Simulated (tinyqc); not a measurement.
Plane-wave Kohn-Sham cycle with exchange-only LDA in a layered model solid, step by step. Computed by tinyqc, a small Python program that keeps every step. Settings: points = 16, plane-wave index or count = 3, electrons = 2, k points = 2, area = 17.0, mixing = 0.3, iteration cap = 50. Command: `OMP_NUM_THREADS=1 python tinyqc.py 20529 20530 out.jsonl` (the two numbers bound the seeds that draw the settings). One thread of a shared host (Intel(R) Xeon(R) Processor @ 2.60GHz), about 0.01 s of CPU time with the checks. Later iterations appear only in the table of the cycle.

## Iteration 1: potential

A solid whose potential varies along x alone (atomic units):

| parameter | value |
|---|---|
| period a | 11.100000 |
| cross-section of the cell | 17.000000 |
| electrons per cell | 2 |
| grid points | 16 |
| plane waves -n..n, n | 3 |
| k points | 2 |
| V1 in V1 cos(2 pi x/a) | -0.300000 |
| V2 in V2 cos(4 pi x/a) | 0.190000 |

density at the start, on the grid x_j = j a/N (e/bohr^3): 0.0105988  0.0105988  0.0105988  0.0105988  0.0105988  0.0105988  0.0105988  0.0105988  0.0105988  0.0105988  0.0105988  0.0105988  0.0105988  0.0105988  0.0105988  0.0105988

V_H(G) = 4 pi rho(G)/G^2 for G != 0 (uniform background); v_x = -(3 rho/pi)^(1/3); V = V_ext + V_H + v_x; Fourier components f(G_m) = (1/N) sum_j f(x_j) exp(-i G_m x_j).

Potentials on the grid (hartree):

| x | V_ext | V_H | v_x | V |
|---|---|---|---|---|
| 0.00000 | -0.11000 | 0.00000 | -0.21631 | -0.32631 |
| 0.69375 | -0.14281 | 0.00000 | -0.21631 | -0.35912 |
| 1.38750 | -0.21213 | 0.00000 | -0.21631 | -0.42844 |
| 2.08125 | -0.24916 | 0.00000 | -0.21631 | -0.46547 |
| 2.77500 | -0.19000 | 0.00000 | -0.21631 | -0.40631 |
| 3.46875 | -0.01955 | 0.00000 | -0.21631 | -0.23586 |
| 4.16250 | 0.21213 | 0.00000 | -0.21631 | -0.00418 |
| 4.85625 | 0.41151 | 0.00000 | -0.21631 | 0.19520 |
| 5.55000 | 0.49000 | 0.00000 | -0.21631 | 0.27369 |
| 6.24375 | 0.41151 | 0.00000 | -0.21631 | 0.19520 |
| 6.93750 | 0.21213 | 0.00000 | -0.21631 | -0.00418 |
| 7.63125 | -0.01955 | 0.00000 | -0.21631 | -0.23586 |
| 8.32500 | -0.19000 | 0.00000 | -0.21631 | -0.40631 |
| 9.01875 | -0.24916 | 0.00000 | -0.21631 | -0.46547 |
| 9.71250 | -0.21213 | 0.00000 | -0.21631 | -0.42844 |
| 10.40625 | -0.14281 | 0.00000 | -0.21631 | -0.35912 |

V(G_m), m = 0, 1, 2, ... (hartree): -0.21631  -0.15000  0.09500  0.00000  0.00000  0.00000  0.00000

## Iteration 1: Hamiltonian at one k

k = 0.25000 2 pi / a

H(m,m') = (k + G_m)^2/2 delta + V(G_m - G_m'), with V(-G) = V(G).

H (hartree), lower triangle:
```
          -3        -2        -1        +0        +1        +2       +3
-3   0.99526
-2  -0.15000   0.27433
-1   0.09500  -0.15000  -0.12619
+0   0.00000   0.09500  -0.15000  -0.20630
+1   0.00000   0.00000   0.09500  -0.15000   0.03401
+2   0.00000   0.00000   0.00000   0.09500  -0.15000   0.59474
+3   0.00000   0.00000   0.00000   0.00000   0.09500  -0.15000  1.47589
```

## Iteration 1: levels at that k

Diagonalise the Hermitian matrix.

eigenvalues (hartree): -0.33963  -0.19598  0.07914  0.32398  0.62366  1.03970  1.51087

## Iteration 1: new density

Motion across x is left out: the lowest 1 band(s) hold two electrons at each of the k points (j + 1/2)/nk - 1/2. Residual R = rho(out) - rho(in); rho(new) = rho(in) + 0.3 R. rho(out) = 2/(a A nk) sum |psi|^2 with psi = sum c exp(i G x). Harris energy E = band energy - dV sum rho (V_H/2 + v_x) + (3/4) dV sum rho v_x with rho(in), dV = a A/N, band energy = (2/nk) sum of the filled levels.

rho(out) (e/bohr^3): 0.0210742  0.0212655  0.0204852  0.0165283  0.0100048  0.0042726  0.0012928  0.0003290  0.0001508  0.0003290  0.0012928  0.0042726  0.0100048  0.0165283  0.0204852  0.0212655

density after iteration 1 (e/bohr^3): 0.0137415  0.0137988  0.0135647  0.0123777  0.0104206  0.0087010  0.0078070  0.0075179  0.0074644  0.0075179  0.0078070  0.0087010  0.0104206  0.0123777  0.0135647  0.0137988

energy per cell = -0.5711025 hartree

## Iteration 2: potential

As before.

Potentials on the grid (hartree):

| x | V_ext | V_H | v_x | V |
|---|---|---|---|---|
| 0.00000 | -0.11000 | 0.13996 | -0.23587 | -0.20591 |
| 0.69375 | -0.14281 | 0.13041 | -0.23620 | -0.24860 |
| 1.38750 | -0.21213 | 0.10165 | -0.23485 | -0.34533 |
| 2.08125 | -0.24916 | 0.05546 | -0.22779 | -0.42149 |
| 2.77500 | -0.19000 | -0.00108 | -0.21509 | -0.40617 |
| 3.46875 | -0.01955 | -0.05667 | -0.20254 | -0.27876 |
| 4.16250 | 0.21213 | -0.10123 | -0.19535 | -0.08445 |
| 4.85625 | 0.41151 | -0.12920 | -0.19291 | 0.08940 |
| 5.55000 | 0.49000 | -0.13866 | -0.19245 | 0.15889 |
| 6.24375 | 0.41151 | -0.12920 | -0.19291 | 0.08940 |
| 6.93750 | 0.21213 | -0.10123 | -0.19535 | -0.08445 |
| 7.63125 | -0.01955 | -0.05667 | -0.20254 | -0.27876 |
| 8.32500 | -0.19000 | -0.00108 | -0.21509 | -0.40617 |
| 9.01875 | -0.24916 | 0.05546 | -0.22779 | -0.42149 |
| 9.71250 | -0.21213 | 0.10165 | -0.23485 | -0.34533 |
| 10.40625 | -0.14281 | 0.13041 | -0.23620 | -0.24860 |

V(G_m), m = 0, 1, 2, ... (hartree): -0.21486  -0.09172  0.09565  0.00057  0.00001  -0.00006  0.00001

## Iteration 2: Hamiltonian at one k

k = 0.25000 2 pi / a

As before.

H (hartree), lower triangle:
```
          -3        -2        -1        +0        +1        +2       +3
-3   0.99671
-2  -0.09172   0.27577
-1   0.09565  -0.09172  -0.12474
+0   0.00057   0.09565  -0.09172  -0.20485
+1   0.00001   0.00057   0.09565  -0.09172   0.03546
+2  -0.00006   0.00001   0.00057   0.09565  -0.09172   0.59619
+3   0.00001  -0.00006   0.00001   0.00057   0.09565  -0.09172  1.47733
```

## Iteration 2: levels at that k

As before.

eigenvalues (hartree): -0.27943  -0.18035  0.07844  0.30599  0.61408  1.01864  1.49451

## Iteration 2: new density

As before.

rho(out) (e/bohr^3): 0.0152313  0.0163942  0.0184154  0.0179014  0.0132757  0.0071369  0.0028251  0.0009628  0.0005271  0.0009628  0.0028251  0.0071369  0.0132757  0.0179014  0.0184154  0.0163942

density after iteration 2 (e/bohr^3): 0.0141884  0.0145774  0.0150199  0.0140348  0.0112771  0.0082317  0.0063124  0.0055514  0.0053832  0.0055514  0.0063124  0.0082317  0.0112771  0.0140348  0.0150199  0.0145774

energy per cell = -0.4733817 hartree

## Convergence

Stop when sqrt(dV sum R^2) is below 1e-8, dV = a A/N.

Course of the cycle:

| iteration | E (hartree) | norm of the residual |
|---|---|---|
| 1 | -0.5711025 | 1.18e-01 |
| 2 | -0.4733817 | 6.23e-02 |
| 3 | -0.4538188 | 3.87e-02 |
| 4 | -0.4508167 | 2.74e-02 |
| 5 | -0.4502145 | 1.94e-02 |
| 6 | -0.4500255 | 1.34e-02 |
| 7 | -0.4499581 | 9.25e-03 |
| 8 | -0.4499347 | 6.36e-03 |
| 9 | -0.4499272 | 4.37e-03 |
| 10 | -0.4499253 | 3.01e-03 |
| 11 | -0.4499250 | 2.08e-03 |
| ... | ... | ... |
| 40 | -0.4503173 | 1.70e-02 |
| 41 | -0.4523250 | 4.15e-02 |
| 42 | -0.4631595 | 9.05e-02 |
| 43 | -0.4985384 | 1.45e-01 |
| 44 | -0.5295930 | 1.65e-01 |
| 45 | -0.5262211 | 1.61e-01 |
| 46 | -0.5239992 | 1.59e-01 |
| 47 | -0.5235272 | 1.59e-01 |
| 48 | -0.5234818 | 1.59e-01 |
| 49 | -0.5234983 | 1.59e-01 |
| 50 | -0.5235117 | 1.59e-01 |

Not converged within 50 iterations: the residual wanders without falling. Reruns (cap 100 unless said): mixing 0.1: not converged; mixing 0.5, Kerker q0 1.0: converged in 64 (E = -0.44993); mixing 0.3, Pulay depth 5: converged in 10 (E = -0.44993); the original settings with a cap of 400: not converged.
